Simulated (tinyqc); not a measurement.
## Density of surface states from the Kelvin-probe reading

Problem. n-type bulk, xi = Ec - EF = Vt ln(Nc/Nd), p0 = ni^2/Nd, ni = sqrt(Nc Nv) exp(-Eg/(2 Vt)), Eg in volts. b is the upward band bending, u = b/Vt. Space charge per area, in units of q: Qc = sign(b) sqrt((2 eps0 eps_r Vt/q) [(Nd + dn)(exp(-u) - 1) + Nd u + (p0 + dn)(exp(u) - 1)]), with dn the excess density under light (flat quasi-Fermi levels; 0 in the dark). The states hold -Ds (E0 - xi - b): negative while the Fermi level lies above the neutrality level. Neutrality: Qc + Qf + (charge of the states) = 0. Work function chi + xi + b; contact potential difference CPD = (work function of the sample) - pt. Find b, Qc and Ds.

Inputs (values chosen for the exercise); band and dielectric values close to those of indium phosphide:

| symbol | value | unit | meaning |
|---|---|---|---|
| T | 350 | K | temperature |
| Eg | 1.33 | eV | band gap |
| eps_r | 12.4 |  | relative permittivity |
| Nc | 7.31e17 | cm^-3 | conduction-band density of states at T |
| Nv | 1.37e19 | cm^-3 | valence-band density of states at T |
| chi | 4.47 | eV | electron affinity |
| Nd | 7.3e16 | cm^-3 | donor density |
| Qf | 0 | cm^-2 | fixed positive charge at the surface |
| pt | 4.36 | eV | work function of the probe tip |
| E0 | 0.32 | eV | depth of their neutrality level below the conduction edge |

Constants: q = 1.602176634e-19 C, kB = 1.380649e-23 J/K, Vt = kB T/q, eps0 = 8.8541878128e-14 F/cm where lengths are in cm. Results are converted to the units shown.

CPD = 360.58917 mV

Solution. The CPD gives b, b gives Qc, and neutrality gives Ds.

b = 0.1811 V
Qc = 3.887e11 cm^-2
Ds = 5.600e12 cm^-2 eV^-1

Computed by the program tinyqc: `OMP_NUM_THREADS=1 python tinyqc.py 2430081 2430082 out.jsonl`, one thread of a shared Intel Xeon 2.30GHz, about 0.01 s for the whole run.
